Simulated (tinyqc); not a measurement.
Comparisons within one model: finite square well with mass mismatch (envelope functions). A value that a table varies takes the place of the one given here.

A square well of width L and depth V0, mass mw inside and mb outside, energies from the bottom of the well, c = hbar^2/2m0. k = sqrt(mw E/c), kappa = sqrt(mb (V0 - E)/c). psi and psi'/m are continuous at the walls (BenDaniel-Duke), so level n solves k L + 2 atan[(k/mw)/(kappa/mb)] = n pi.

Non-parabolic bands: mw is replaced by mw (1 + alpha_w E) and mb by mb (1 - alpha_b (V0 - E)), in k, kappa and the matching condition alike.

Constants: hbar^2/2m0 = 3.80998211 eV angstrom^2.

Parameters, chosen for this exercise (near those of a GaAs well in AlGaAs; the results hold for these values, not for the real material): V0 = 0.121 eV (barrier height); mw = 0.0669 m0 (mass in the well); mb = 0.0795 m0 (mass in the barrier); Ls = (34, 43, 53, 67, 83, 104, 130) angstrom (widths); L = 228 angstrom (well width); alpha_w = 0.62 1/eV (non-parabolicity in the well); alpha_b = 0.42 1/eV (non-parabolicity in the barrier).

## Width of the well

Levels against L, beside the infinite well E1(hard) = c (pi/L)^2/mw; Pb is the probability of level 1 in the barriers; a dash marks an unbound level.

Levels:
```
L (angstrom),bound levels,E1 (eV),E2 (eV),E1(hard) (eV),Pb
34,1,0.0755,-,0.4862,0.418
43,1,0.0635,-,0.3040,0.311
53,1,0.0528,-,0.2001,0.228
67,1,0.0415,-,0.1252,0.154
83,2,0.0323,0.1113,0.0816,0.104
104,2,0.0242,0.0899,0.0520,0.066
130,2,0.0177,0.0682,0.0333,0.041
```

What does this show, and why?

The infinite well overestimates E1 by a factor 6.44 at 34 angstrom and 1.88 at 130 angstrom. The local exponent d ln E1/d ln L goes from -0.74 (first two rows) to -1.40 (last two), towards the -2 of hard walls, as Pb falls from 0.418 to 0.041. E2 - E1 is largest at 83 angstrom of the widths listed.

## Levels of description

The same well five ways. mb = mw: the barrier takes the mass of the well. psi' continuous: kappa holds mb but the condition drops the masses, k L + 2 atan(k/kappa) = n pi. The last column is measured against BenDaniel-Duke.

Levels (eV):
```
model,E1,E2,E3,E1 - E1(BDD) (meV)
infinite walls,0.0108,0.0433,0.0973,3.4
mb = mw,0.0076,0.0301,0.0660,0.2
BenDaniel-Duke,0.0074,0.0294,0.0649,0.0
psi' continuous,0.0078,0.0308,0.0672,0.4
non-parabolic,0.0074,0.0292,0.0634,0.0
```

What does this show, and why?

Hard walls put E1 3.4 meV too high. Ignoring the mass step moves it by +0.2 meV and the wrong matching by +0.4 meV: with mb/mw = 1.19, continuity of psi'/m lets the slope outside be 1.19 times the slope inside, which acts like a softer wall. Non-parabolicity shifts E1 by 0.0 meV, the balance of a heavier mass in the well, which lowers it, and a lighter mass deep in the barrier, which hardens the wall. Among the finite wells the largest departure in E1 is that of the model 'psi' continuous'.

## What each parameter does

Parabolic bands. Pb is the probability of level 1 in the barriers, (A^2/kappa)/(A^2/kappa + L/2 + sin(kL)/(2k)) with A = cos(kL/2). Each row changes one parameter from the base and keeps the others.

Results:
```
case,E1 (eV),bound levels,Pb,V0 - E1 (eV)
base,0.0074,4,0.0107,0.1136
L = 205 angstrom,0.0088,4,0.0139,0.1122
V0 = 0.103 eV,0.0072,4,0.0131,0.0958
mw = 0.0736 m0,0.0069,4,0.0093,0.1141
mb = 0.0994 m0,0.0071,4,0.0111,0.1139
```

How do the results move?

The largest shifts from the base row, up to three for each result and ties (the steps differ in size, so this ranks the rows, not the parameters). E1 (eV): L +0.0014, mw -0.0005, mb -0.0003. bound levels: unchanged at the printed digits by L, V0, mw and mb. Pb: L +0.0032, V0 +0.0024, mw -0.0014. V0 - E1 (eV): V0 -0.0178, L -0.0014, mw +0.0005.

tinyqc: `OMP_NUM_THREADS=1 python tinyqc.py 1251797 1251798 out.jsonl`; about 0.01 s, one thread, shared Intel(R) Xeon(R) Processor @ 2.30GHz.
